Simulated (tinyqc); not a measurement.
What moves the results: conductance of a narrow metal strip with scatterers (square lattice, Green functions). A value that a table varies takes the place of the one given here.

A strip of W sites across with hard walls, site energy 0 and hopping -t. Mode n = 1 to W has profile chi_n(j) = sqrt(2/(W + 1)) sin(n j pi/(W + 1)) and energy en = -2t cos(n pi/(W + 1)); E = en - 2t cos(kn a). With z_n = exp(i kn a) (Im k > 0 for closed modes, |z| < 1) each lead gives the self-energy -t z_n in mode n. One column carries the site energies v, here a uniform barrier across the strip, as of a grain boundary. In the mode basis V_nm = sum_j chi_n(j) v_j chi_m(j), G = (E - en + 2 t z_n - V)^-1, and t_nm = 2t sqrt(sin(kn a) sin(km a)) G_nm in size for open modes. T = sum |t_nm|^2, conductance (2e^2/h) T.

Constants: e^2/h = 3.874045865e-05 S.

Inputs chosen for the exercise (hopping and spacing of the size met in Cu or Al; the lattice is a model; not measured data): t = 1.12 eV (hopping); W = 3 (sites across); v = (0.7, 0.7, 0.7) eV (site energies in the scattering column); a = 2.48 angstrom (spacing); E = -2.07 eV (Fermi energy).

## Conductance steps with and without the scatterer

E is varied across the lower half of the band.

Against energy:

| E/t | E (eV) | open modes | T | reflected |
|---|---|---|---|---|
| -3.30 | -3.696 | 1 | 0.5319 | 0.4681 |
| -2.95 | -3.304 | 1 | 0.8078 | 0.1922 |
| -2.65 | -2.968 | 1 | 0.8636 | 0.1364 |
| -2.30 | -2.576 | 1 | 0.8917 | 0.1083 |
| -1.95 | -2.184 | 2 | 1.2406 | 0.7594 |
| -1.65 | -1.848 | 2 | 1.6757 | 0.3243 |
| -1.30 | -1.456 | 2 | 1.7661 | 0.2339 |
| -0.95 | -1.064 | 2 | 1.7945 | 0.2055 |
| -0.65 | -0.728 | 2 | 1.7989 | 0.2011 |
| -0.30 | -0.336 | 3 | 2.5161 | 0.4839 |
| 0.05 | 0.056 | 3 | 2.5827 | 0.4173 |

What can be read from the table?

The clean strip goes from 1 to 3 open modes. The reflected flux ranges from 0.108 (E/t = -2.3) to 0.759 (E/t = -1.95). A uniform barrier reflects each mode by v^2/(v^2 + (2t sin(kn a))^2), most the slow ones just above their thresholds.

## The same scatterer in wider strips

Width (W + 1) a; the strength is the entry of v largest in size. The barrier spans the width. Added resistance (1/T - 1/M)/(2 e^2/h), M the number of open modes.

Against width:

| W | width (angstrom) | M | T | T/M | added resistance (ohm) |
|---|---|---|---|---|---|
| 3 | 9.9 | 2 | 1.5063 | 0.7531 | 2115.1 |
| 4 | 12.4 | 2 | 1.7742 | 0.8871 | 821.4 |
| 5 | 14.9 | 3 | 2.4036 | 0.8012 | 1067.5 |
| 6 | 17.4 | 3 | 2.6527 | 0.8842 | 563.2 |
| 8 | 22.3 | 4 | 3.5309 | 0.8827 | 428.7 |
| 10 | 27.3 | 5 | 4.4090 | 0.8818 | 346.0 |
| 14 | 37.2 | 7 | 6.1658 | 0.8808 | 249.5 |
| 20 | 52.1 | 11 | 8.8255 | 0.8023 | 289.1 |

What can be read from the table?

The added resistance is 2115 ohm at W = 3 and 289.1 at W = 20; from W = 10 to 20 it changes by a factor 0.84, where 1/M gives 0.45 and 1/M^2 gives 0.21. A barrier across the strip keeps T/M near a constant (0.80 to 0.88 for W of 8 and more), so its resistance goes as 1/width on average, with steps as modes open: resistance times width runs from 9.3 to 15.1 kohm angstrom there.

## What each change does

Open modes M, T and the added resistance (1/T - 1/M)/(2 e^2/h). Each row changes one parameter from the base and keeps the others.

Results:

| case | M | T | added resistance (ohm) |
|---|---|---|---|
| base | 2 | 1.5063 | 2115 |
| t = 1.165 eV | 2 | 1.6148 | 1540 |
| E = -1.98 eV | 2 | 1.5997 | 1615 |
| v = (0.91, 0.91, 0.91) eV | 2 | 1.3218 | 3311 |

What does this show?

The largest shifts from the base row, up to three for each result and ties (the steps differ in size, so this ranks the rows, not the parameters). M: unchanged at the printed digits by t, E and v. T: v -0.1845, t +0.1085, E +0.0934. added resistance (ohm): v +1196, t -576, E -500.

tinyqc: `OMP_NUM_THREADS=1 python tinyqc.py 1450936 1450937 out.jsonl`; about 0.01 s, one thread, shared Intel(R) Xeon(R) Processor @ 2.30GHz.
